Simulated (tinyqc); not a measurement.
Defect equilibria of an oxide against oxygen pressure (mass action): one step, computed by the program tinyqc.

Defects: oxygen vacancies V (charge +2), electrons n, holes p, the ionic partner X = V_M'''' (charge -4), and the dopant. Activities are taken equal to concentrations.

Question. Solution at the given pressure. Neutrality: 2 [V] + p = n + 4 [X] + N_d. With n as the unknown, [V] = K_r/(n^2 P^(1/2)), p = K_i/n, [X] = K_s/[V]^2; the log ratio is ln(positive/negative). The root is found by 60 bisections in ln n between n = 1e-10 and 1e25 cm^-3.

Inputs (values chosen for the exercise, for a model oxide): dopant density N_d = 1.6e+20 cm^-3; temperature T = 1100 K; oxygen pressure P = 3e-15 atm.

Ionic disorder: Schottky, oxide MO2. Dopant (singly charged, fully ionised): acceptor.

K_r = 2.627194e+49 cm^-9 atm^(1/2)

K_i = 6.975690e+26 cm^-6

K_s = 9.397406e+45 cm^-9

Give: n; [V]; p; [X].

Answer.

n = 2.430e+18 cm^-3

[V] = 8.122e+19 cm^-3

p = 2.870e+08 cm^-3

[X] = 1.425e+06 cm^-3

The largest terms give the Brouwer balance 2 [V] = N_d; the smaller of the two terms is 99 % of the total charge of one sign.
